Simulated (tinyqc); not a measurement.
CMOS inverter, nodal equation and switching: one step of the calculation.

An n-channel pull-down (bn, VTn) and a p-channel pull-up (bp, VTp) share the input Vin and the output node Vout, which carries the load C. Transistor (EKV form, voltages against the body): I = 2 n b Vt^2 [F(vp - Vs) - F(vp - Vd)] from drain to source, F(v) = ln^2(1 + exp(v/(2 Vt))), vp = (Vg - VT + sg |Vd - Vs|)/n. n-channel bodies are at 0; for the p-channel device all voltages are counted down from Vdd. b in uA/V^2 gives I in uA. Static: In = Ip. Transient: C dVout/dt = Ip - In. No velocity saturation, no gate capacitance beyond C.

Task. One time step of the falling output. The input steps to Vdd at t = 0; I = In - Ip. Trapezoidal rule: V(new) = V - (dt/C)[I(V) + I(V(new))]/2, solved for V(new); 1 ps uA/fF = 1 mV.

Parameters, values chosen for the exercise: temperature T = 273 K; supply voltage Vdd = 0.8 V; slope factor n = 1.3; drain-induced barrier lowering sg = 0.032; n-channel threshold VTn = 0.35 V; p-channel threshold (magnitude) VTp = 0.37 V; gain factor of the pull-down transistor bn = 360 uA/V^2; gain factor of the pull-up transistor bp = 360 uA/V^2; load capacitance C = 1.7 fF; time step dt = 6 ps.

Constants: q = 1.602176634e-19 C, kB = 1.380649e-23 J/K, Vt = kB T/q. Results are converted to the units shown.

Vout after step 1 = 0.69026201 V

Wanted: I(V); I(V(new)); Vout after step 2.

Result.

I(V) = 30.862 uA
I(V(new)) = 30.412 uA
Vout after step 2 = 0.58213 V

Computed by the program tinyqc: `OMP_NUM_THREADS=1 python tinyqc.py 2340041 2340042 out.jsonl`, one thread of a shared Intel Xeon 2.30GHz, about 0.03 s for the whole run.
